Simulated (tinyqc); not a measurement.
Worked calculation: averaged masses of warped heavy- and light-hole bands. Values are carried at full precision from step to step, so a last printed digit may differ when a step is redone from the rounded ones.

Constants: Ry = 13.60569312 eV; a0 (Bohr radius) = 0.5291772105 angstrom; kB = 8.617333262e-05 eV/K; hbar^2/2m0 = 3.80998211 eV angstrom^2.

Values chosen for the exercise (near those of InSb; the results hold for these values, not for the real material): g1 = 35.01 (Luttinger gamma1); g2 = 15.42 (gamma2); g3 = 16.59 (gamma3); eps = 16.54 (dielectric constant); mso = 0.105 m0 (split-off mass); Dso = 0.789 eV (spin-orbit splitting); T = 300 K (temperature).

## Other forms of the parameters

Dresselhaus-Kip-Kittel form E = c [A k^2 -/+ sqrt(B^2 k^4 + C^2 (kx^2 ky^2 + ky^2 kz^2 + kz^2 kx^2))] with A = g1, B = 2 g2, C^2 = 12 (g3^2 - g2^2). Spherical form: mu = (6 g3 + 4 g2)/(5 g1), delta = (g3 - g2)/g1, masses 1/(g1 (1 -/+ mu)). Effective rydberg R* = Ry/(g1 eps^2) and radius a* = a0 g1 eps.

A, B, |C|: 35.010  30.840  21.200

mu, delta: 0.9210  0.0334

spherical masses, heavy and light (m0): 0.3615  0.0149

R* = 1.42 meV
a* = 306.4 angstrom

delta/mu = 0.04 measures the warping against the spherical splitting.

## Masses along six directions

Four-band hole energies E = c k^2 f(u), c = hbar^2/2m0, f = g1 -/+ 2 sqrt(g2^2 + 3 (g3^2 - g2^2) s), s = ux^2 uy^2 + uy^2 uz^2 + uz^2 ux^2 for the unit vector u; minus for heavy, plus for light holes; the mass along u is 1/f.

Give s and both masses.

Masses (m0):
```
direction        s   heavy   light
[100]      0.00000  0.2398  0.0152
[110]      0.25000  0.4168  0.0148
[111]      0.33333  0.5464  0.0147
[210]      0.16000  0.3305  0.0149
[311]      0.15702  0.3283  0.0149
[331]      0.27424  0.4479  0.0148
```

The heavy mass grows by a factor of 2.28 from [100] to [111] while the light one shrinks by 3 %; 1/m_heavy + 1/m_light = 2 g1 in every direction.

## Density-of-states masses from three directions

m_d^(3/2) is the angular mean of m(u)^(3/2). The rule mean = (10 F[100] + 16 F[110] + 9 F[111])/35 is exact for cubic harmonics up to sixth order. Total m_d = (m_h^(3/2) + m_l^(3/2))^(2/3).

m^(3/2):
```
direction    heavy    light
[100]      0.11743  0.00187
[110]      0.26908  0.00180
[111]      0.40395  0.00178
```

m_d heavy, light (m0): 0.4078  0.0149

total = 0.4097 m0
share of light holes = 0.7 %

## Averages on a grid

Grid: n x n midpoints in cos(theta) from 0 to 1 and phi from 0 to pi/2, equal weights. m_d = <f^(-3/2)>^(2/3). Conductivity mass for one scattering time: 1/m_c = <|w|^2 f^(-5/2)>/<f^(-3/2)> with w = grad_k(k^2 f)/(2 k), that is |w|^2 = f^2 + |angular gradient of f|^2/4.

Use n = 40.

m_d heavy, light (m0): 0.3849  0.0149

m_c heavy, light (m0): 0.3151  0.0149

The three-direction rule differs from the grid by +5.95 % for heavy holes. Warping makes m_c of the heavy holes 18 % smaller than m_d; on a sphere the two are equal.

## Effective density of states

Nv = 2 (kT/(4 pi c))^(3/2) [m_h^(3/2) + m_l^(3/2) + mso^(3/2) exp(-Dso/kT)], c = hbar^2/2m0, parabolic bands, m_h and m_l the density-of-states masses from the grid; 1 angstrom^-3 = 1e24 cm^-3.

prefactor = 2.5094e+19 cm^-3

the three terms: 0.23882  0.00181  0.00000

Nv = 6.038e+18 cm^-3

shares (%): 99.2  0.8  0.0

kT/Dso = 0.03, small enough for the four-band form.

## Checks

- m_d and m_c of heavy holes for g2 = g3 against 1/(g1 - 2 g3): they agree to 1e-10 or better.
- m_d of heavy holes on grids of 40 and 160: both 0.3849.

Run: tinyqc, `OMP_NUM_THREADS=1 python tinyqc.py 1080424 1080425 out.jsonl`; Intel(R) Xeon(R) Processor @ 2.30GHz, one thread, shared host; about 0.02 s of CPU time with all checks.
